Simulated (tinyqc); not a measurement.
Inside a calculation. Method: power iteration on a symmetric matrix. Computed by tinyqc, a small Python program that keeps every step. Settings: method = power, shift = 1.1. Command: `OMP_NUM_THREADS=1 python tinyqc.py 20573 20574 out.jsonl` (the two numbers bound the seeds that draw the settings). One thread of a shared host (Intel(R) Xeon(R) Processor @ 2.60GHz), about 0.01 s of CPU time with the checks.

A, lower triangle:
```
          1         2         3        4        5
1   0.08000
2   0.07900   0.91000
3  -0.13200   0.69000   0.92800
4  -0.04900  -0.42300   1.05000  0.98800
5   0.17300  -0.72600  -0.86200  0.05700  0.99500
```

Stop when the residual |A v - lambda v| is below 1e-9.

Steps:
```
step      lambda  residual
1      1.1117693  1.07e+00
2      1.7637456  1.10e+00
3      2.2505025  8.22e-01
4      2.4566259  5.56e-01
5      2.5188317  4.33e-01
6      2.5292216  4.19e-01
7      2.5213217  4.53e-01
8      2.5049602  5.07e-01
9      2.4822676  5.70e-01
10     2.4529061  6.41e-01
11     2.4156304  7.20e-01
12     2.3687466  8.06e-01
13     2.3102709  8.98e-01
14     2.2380399  9.95e-01
15     2.1498610  1.10e+00
16     2.0437400  1.20e+00
17     1.9181987  1.30e+00
18     1.7726617  1.39e+00
19     1.6078543  1.47e+00
20     1.4261079  1.53e+00
21     1.2314485  1.57e+00
22     1.0293709  1.59e+00
23     0.8262825  1.58e+00
24     0.6287187  1.55e+00
25     0.4425256  1.49e+00
26     0.2722180  1.41e+00
27     0.1206484  1.33e+00
28    -0.0109923  1.23e+00
29    -0.1229225  1.13e+00
30    -0.2163880  1.03e+00
```

Can the last value be used, and what does the course show?

Not by the stop rule. Not converged in 30 steps: the residual falls only by the ratio of the two largest distances of eigenvalues from the shift, 0.88 a step. all eigenvalues, for comparison: -0.59156  -0.03395  0.29554  1.64290  2.58807.
